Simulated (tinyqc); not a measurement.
## Doping and flat-band voltage from the body effect

Question. VT = Vfb + 2 phiF + gamma sqrt(2 phiF + Vsb), phiF = Vt ln(Na/ni), gamma = sqrt(2 q eps0 eps_r Na)/Cox, Cox = eps0 eox/tox. Find Na, gamma and Vfb from two thresholds.

Parameters, values chosen for the exercise; material values close to those of gallium arsenide: temperature T = 300 K; relative permittivity of the semiconductor eps_r = 13; relative permittivity of the gate insulator eox = 9.06; insulator thickness tox = 8.1 nm.

Constants: q = 1.602176634e-19 C, kB = 1.380649e-23 J/K, Vt = kB T/q, eps0 = 8.8541878128e-14 F/cm where lengths are in cm. Results are converted to the units shown.

VT at Vsb = 0 and 0.9 V (V): 1.0846074  1.3178240
ni = 2.3544031e6 cm^-3

Solution. The difference of the thresholds, gamma [sqrt(2 phiF + Vsb) - sqrt(2 phiF)], holds no Vfb and rises with Na, so it has one root; Vfb then follows from the first threshold.

Na = 1.300e18 cm^-3
gamma = 0.6992 V^0.5
Vfb = -1.140 V

Numbers from tinyqc (`OMP_NUM_THREADS=1 python tinyqc.py 2360113 2360114 out.jsonl`; about 0.07 s on one thread of a shared Intel Xeon 2.30GHz).
